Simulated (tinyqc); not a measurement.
## Screening length from the swing

Problem. In a simple model of a Schottky-barrier transistor a barrier thinner than d = 4.4 nm is transparent, so the effective barrier is pn - psi (1 - exp(-d/lam)) and the swing beyond flat band is Vt ln 10/(1 - exp(-d/lam)). Find the thermionic swing, lam, and the effective barrier at psi = 0.2 V.

Parameters, values chosen for the exercise:
```
symbol,value,unit,meaning
T,300,K,temperature
pn,0.42,eV,barrier for electrons at both contacts
```

Constants: q = 1.602176634e-19 C, kB = 1.380649e-23 J/K, Vt = kB T/q. Results are converted to the units shown.

swing in the tunnelling range = 62.211432 mV/decade

Answer. The ratio of the two swings is 1 - exp(-d/lam).

Vt ln 10 = 59.53 mV/decade
lam = 1.400 nm
effective barrier = 0.2286 eV

Computed by the program tinyqc: `OMP_NUM_THREADS=1 python tinyqc.py 2390138 2390139 out.jsonl`, one thread of a shared Intel Xeon 2.30GHz, about 0.5 s for the whole run.
